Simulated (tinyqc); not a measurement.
Along the matched line: quaternary alloy A(x)B(1-x)C(y)D(1-y) matched to a substrate.

Q(x,y) = x y Q_AC + x (1 - y) Q_AD + (1 - x) y Q_BC + (1 - x)(1 - y) Q_BD for the lattice constant. Gap, rule 1: Q(x,y) - x (1 - x)[y C_ABC + (1 - y) C_ABD] - y (1 - y)[x C_ACD + (1 - x) C_BCD]. Rule 2 (mean of ternaries): {x (1 - x)[y T_ABC(x) + (1 - y) T_ABD(x)] + y (1 - y)[x T_ACD(y) + (1 - x) T_BCD(y)]}/{x (1 - x) + y (1 - y)}, T_ABC(x) = x E_AC + (1 - x) E_BC - C_ABC x (1 - x), T_ACD(y) = y E_AC + (1 - y) E_AD - C_ACD y (1 - y), and alike. Only the Gamma valley is followed.

Matching a(x,y) = a_s gives x = (a_s - y a_BC - (1 - y) a_BD)/(y (a_AC - a_BC) + (1 - y)(a_AD - a_BD)).
Constants: hc = 1239.841984 eV nm.

Inputs chosen for the exercise (AC, AD, BC, BD near GaAs, GaP, InAs and InP; substrate near InP; shifted at random, so the results belong to these values and not to a real crystal): a = (5.661, 5.451, 6.062, 5.865) angstrom (lattice constants of AC, AD, BC, BD); Eg = (1.527, 2.886, 0.414, 1.438) eV (gaps at Gamma of AC, AD, BC, BD); Cb = (0.465, 0.692, 0.172, 0.098) eV (bowing of ABC, ABD, ACD, BCD); a_s = 5.865 angstrom (substrate).

x follows from y.

Results:
```
y          x  bilinear (eV)  rule 1 (eV)  rule 2 (eV)  wavelength 1 (nm)  wavelength 2 (nm)
0.03  0.0143         1.4278       1.4153       1.4227                876                871
0.15  0.0717         1.3846       1.3277       1.3610                934                911
0.27  0.1296         1.3374       1.2451       1.2980                996                955
0.39  0.1879         1.2861       1.1674       1.2339               1062               1005
0.51  0.2466         1.2307       1.0946       1.1684               1133               1061
0.63  0.3058         1.1712       1.0265       1.1009               1208               1126
0.75  0.3655         1.1074       0.9630       1.0300               1288               1204
0.87  0.4256         1.0394       0.9038       0.9521               1372               1302
0.99  0.4862         0.9670       0.8490       0.8547               1460               1451
```

What does the comparison show, and why?

The matched alloys span 0.849 to 1.415 eV by rule 1, monotonically in y. Along the line dx/dy is +0.479 between the first two rows and +0.505 between the last two. In energy the two rules differ most at y = 0.63, by 74 meV (82 nm there), which measures how far the ternary data leave the interior open. Miscibility gaps are not considered.

Computed by tinyqc, a small Python program: `OMP_NUM_THREADS=1 python tinyqc.py 1080351 1080352 out.jsonl` (the numbers bound the seed that draws the inputs); one thread of a shared host (Intel(R) Xeon(R) Processor @ 2.30GHz), about 0.01 s for the whole set of steps.
